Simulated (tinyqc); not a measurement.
Inside a calculation. Model: conduction-band offset of an n-N heterojunction from carrier-profile moments.

Program tinyqc, `OMP_NUM_THREADS=1 python tinyqc.py 2410098 2410099 out.jsonl`; Intel Xeon 2.30GHz, shared host, one thread, about 0.07 s. Printed values are rounded.

Layer 1 (x < 0) accumulates electrons and layer 2 (x > 0) is depleted. Boltzmann statistics. The bands bend down by V1 in layer 1 and up by V2 in layer 2, with V1 + V2 = VD = dE + Vt ln[(N2/Nc2)/(N1/Nc1)].

Parameters, values chosen for the exercise; values of the order of III-V alloys:
```
symbol   value   unit                                      meaning
T          350      K                                  temperature
eps_r     12.4                relative permittivity of both layers
Nc1     7.9e17  cm^-3  density of states of the narrow-gap layer 1
Nc2     6.9e17  cm^-3    density of states of the wide-gap layer 2
dE        0.18     eV                       conduction-band offset
N1      3.1e16  cm^-3                     donor density in layer 1
N2      1.4e16  cm^-3                     donor density in layer 2
si           0  cm^-2                fixed charge at the interface
```

Constants: q = 1.602176634e-19 C, kB = 1.380649e-23 J/K, Vt = kB T/q, eps0 = 8.8541878128e-14 F/cm where lengths are in cm. Results are converted to the units shown.

## Division of the diffusion potential

Sheet densities from the first integral: Q1 = sqrt((2 eps0 eps_r Vt N1/q)(exp(u1) - u1 - 1)) extra electrons, Q2 = sqrt((2 eps0 eps_r Vt N2/q)(exp(-u2) + u2 - 1)) missing ones, u = V/Vt; neutrality Q1 = Q2 + si. Q1 - Q2 rises steadily with V1, so V1 follows by bisection.

VD = 0.160106 V
V1 = 0.0391852 V
V2 = 0.120921 V
Q1 = 1.32362e11 cm^-2
n at x = 0- = 1.13659e17 cm^-3
n at x = 0+ = 2.54062e14 cm^-3

n drops across the interface by 447 = (Nc1/Nc2) exp(dE/Vt).

## Electron profile

| left point | -x (nm) |
|---|---|
| 0 | 0 |
| 1 | 0.597 |
| 2 | 3.62 |
| 3 | 10.4 |
| 4 | 21.9 |
| 5 | 39.2 |
| 6 | 63 |
| 7 | 94 |
| 8 | 133 |
| 9 | 181 |

| right point | x (nm) |
|---|---|
| 0 | 0 |
| 1 | 20.9 |
| 2 | 51.4 |
| 3 | 87.1 |
| 4 | 127 |
| 5 | 169 |
| 6 | 215 |
| 7 | 262 |
| 8 | 312 |
| 9 | 364 |

Integrate the field q Q(V)/(eps0 eps_r) away from the interface on each side; n = N exp(+/- V/Vt).

| left point | n in layer 1 (cm^-3) |
|---|---|
| 0 | 1.13659e17 |
| 1 | 1.09472e17 |
| 2 | 9.23030e16 |
| 3 | 6.89591e16 |
| 4 | 5.04080e16 |
| 5 | 3.93587e16 |
| 6 | 3.40108e16 |
| 7 | 3.18675e16 |
| 8 | 3.11888e16 |
| 9 | 3.10293e16 |

| right point | n in layer 2 (cm^-3) |
|---|---|
| 0 | 2.54062e14 |
| 1 | 8.39144e14 |
| 2 | 2.93896e15 |
| 3 | 6.88492e15 |
| 4 | 1.06840e16 |
| 5 | 1.27527e16 |
| 6 | 1.36068e16 |
| 7 | 1.38827e16 |
| 8 | 1.39680e16 |
| 9 | 1.39917e16 |

## Offset from the moments

A C-V profile smears n(x) but keeps its zeroth and first moments: si = -int (N - n) dx, VD = (q/(eps0 eps_r)) int (N - n) x dx, dE = VD - Vt ln[(N2/Nc2)/(N1/Nc1)]. Use the trapezoidal rule on each side.

si = 5.37139e9 cm^-2
VD = 0.158696 V
dE = 0.178589 eV

On these few points dE comes out -1.4 meV from the true 0.18 eV, and si misses by 5.4e9 cm^-2, 4.1 % of Q1.
